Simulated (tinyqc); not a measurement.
Deformation-potential model of the L valleys of a conduction band: one step. Strain from a uniaxial [001] stress.

s11 = (C11 + C12)/((C11 - C12)(C11 + 2 C12)), s12 = -C12/((C11 - C12)(C11 + 2 C12)), s44 = 1/C44; exx = s11 sxx + s12 (syy + szz) and cyclic, exy = s44 sxy/2; tension is positive. A uniaxial stress X along the unit vector n is s_ij = X n_i n_j.

Parameters, chosen for this exercise (near those of Ge; the results hold for these values, not for the real material): C11 = 129.1 GPa; C12 = 48.5 GPa; C44 = 67.2 GPa; load = uniaxial [001] (kind of stress); X = -0.19 GPa (stress).

Question. Form the compliances and the strain.

Give: s11, s12, s44; strain tensor.

Answer.

s11, s12, s44 (1/TPa): 9.7456  -2.6614  14.8810

strain tensor:
```
          x         y          z
x  0.000506  0.000000   0.000000
y  0.000000  0.000506   0.000000
z  0.000000  0.000000  -0.001852
```

Program tinyqc; command `OMP_NUM_THREADS=1 python tinyqc.py 1080686 1080687 out.jsonl`; about 0.01 s on one thread of a shared Intel(R) Xeon(R) Processor @ 2.30GHz.
